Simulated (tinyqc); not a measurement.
Mass anisotropy: shallow donor in an anisotropic valley (effective-mass theory).

One valley: H = -c [(d2/dx2 + d2/dy2)/mt + (d2/dz2)/ml] - q/(eps r), c = hbar^2/2m0, q = e^2/(4 pi eps0). Trial function exp(-sqrt((x^2 + y^2)/a^2 + z^2/b^2)) with a > b: T = (c/3)(2/(mt a^2) + 1/(ml b^2)), V = -(q/eps) atan(u/b)/u, u = sqrt(a^2 - b^2). The central cell of the impurity is left out.

Constants: hbar^2/2m0 = 3.80998211 eV angstrom^2; e^2/(4 pi eps0) = 14.39964547 eV angstrom; Ry = 13.60569312 eV; a0 (Bohr radius) = 0.5291772105 angstrom.

Values chosen for the exercise (out of a larger set: near those of Ge; not measured data):
```
symbol  value                                 unit  meaning
mt      0.082                                 m0    transverse mass
eps     15.9                                        dielectric constant
xs      (1.4, 2.4, 2.8, 7, 8.5, 26, 54, 270)        ratios ml/mt
```

mt and eps fixed, ml varied. Energies in units of Ry*(mt) = Ry mt/eps^2 and lengths in a*(mt) = a0 eps/mt; the last two columns use one mass, 3/(1/ml + 2/mt) or (ml mt^2)^(1/3).

Results:
```
ml/mt   a/a*    b/a  binding  conductivity mass  density-of-states mass
1.40   0.932  0.887    1.115              1.105                   1.119
2.40   0.841  0.733    1.307              1.241                   1.339
2.80   0.818  0.694    1.364              1.273                   1.409
7.00   0.708  0.504    1.706              1.400                   1.913
8.50   0.689  0.471    1.778              1.417                   2.041
26.0   0.602  0.321    2.181              1.472                   2.962
54.0   0.562  0.250    2.421              1.486                   3.780
270    0.504  0.145    2.861              1.497                   6.463
```

The binding grows from 1.11 to 2.86 Ry*(mt); for ml going to infinity the exact problem becomes two-dimensional, with 4 Ry*. The conductivity mass saturates at 1.5 and underbinds, by 18 % at ml/mt = 7; the density-of-states mass errs by +12 % there and by +126 % in the last row. With these mt and eps one unit is 4.41 meV.

Program tinyqc; command `OMP_NUM_THREADS=1 python tinyqc.py 1252773 1252774 out.jsonl`; about 0.01 s on one thread of a shared Intel(R) Xeon(R) Processor @ 2.30GHz.
